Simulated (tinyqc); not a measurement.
Inside a calculation: armchair graphene nanoribbon in tight binding. Values are carried at full precision from step to step, so a last printed digit may differ when a step is redone from the rounded ones.

An armchair ribbon of N dimer lines, width (N - 1) sqrt3 acc/2, period 3 acc, one pz orbital a site. In line n, A_n binds to B_n with -t exp(ik/3), times (1 + d) in the two edge lines, and to B_(n-1) and B_(n+1) with -t exp(-ik/6); k runs from -pi to pi. For d = 0 the modes across the ribbon are sin(n p pi/(N + 1)), p = 1 to N, with E = -/+ t sqrt(1 + 4 c^2 + 4 c cos(k/2)), c = cos(p pi/(N + 1)).

Parameters, chosen for this exercise (near those used for graphene; the results hold for these values, not for the real material): t = 2.74 eV (hopping); N = 6 (dimer lines); k = 0.12 (k times the period 3 acc); d = 0.12 (relative strengthening of the edge bonds).

## Transverse modes without edge correction

For each p give c, |E| at k = 0, t |1 + 2c|, and |E| at the given k.

Modes:
```
p        c  |E| at k = 0 (eV)  |E| at k (eV)
1   0.9010             7.6773         7.6741
2   0.6235             6.1567         6.1540
3   0.2225             3.9594         3.9579
4  -0.2225             1.5206         1.5245
5  -0.6235             0.6767         0.7012
6  -0.9010             2.1973         2.2084
```

N = 6 = 3 x 2 + 0. No mode has c = -1/2; the nearest, p = 5, leaves a gap of 1.3534 eV.

## The Hamiltonian at k

Fill in the matrix.

H(k) (eV), lower triangle (Hermitian):
```
                 A1               A2               A3               A4               A5               A6
A1                0
A2                0                0
A3                0                0                0
A4                0                0                0                0
A5                0                0                0                0                0
A6                0                0                0                0                0                0
B1  -3.0663+0.1227i  -2.7395-0.0548i                0                0                0                0
B2  -2.7395-0.0548i  -2.7378+0.1096i  -2.7395-0.0548i                0                0                0
B3                0  -2.7395-0.0548i  -2.7378+0.1096i  -2.7395-0.0548i                0                0
B4                0                0  -2.7395-0.0548i  -2.7378+0.1096i  -2.7395-0.0548i                0
B5                0                0                0  -2.7395-0.0548i  -2.7378+0.1096i  -2.7395-0.0548i
B6                0                0                0                0  -2.7395-0.0548i  -3.0663+0.1227i

    B1  B2  B3  B4  B5  B6
B1   0
B2   0   0
B3   0   0   0
B4   0   0   0   0
B5   0   0   0   0   0
B6   0   0   0   0   0   0
```

## Levels at k

Diagonalise H.

levels (eV): -7.7118  -6.2738  -4.1390  -2.1754  -1.7000  -0.5967  0.5967  1.7000  2.1754  4.1390  6.2738  7.7118

The levels come in pairs +E, -E because only A-B bonds occur.

## The gap with the edge correction

First order in d: for the mode p nearest to c = -1/2 the gap is 2t |1 + 2c + d w|, w = 4 sin^2(p pi/(N + 1))/(N + 1) being the weight on the two edge lines. Compare with twice the smallest |E| of H(0).

p = 5
w = 0.3493
gap to first order = 1.1238 eV
gap from H(0) = 1.1334 eV

First order misses the full value by -9.6 meV.

## Checks

- Positive levels of H(k) for d = 0 against the mode formula: they agree to 1e-10 or better.

Run: tinyqc, `OMP_NUM_THREADS=1 python tinyqc.py 1451092 1451093 out.jsonl`; Intel(R) Xeon(R) Processor @ 2.30GHz, one thread, shared host; about 0.03 s of CPU time with all checks.
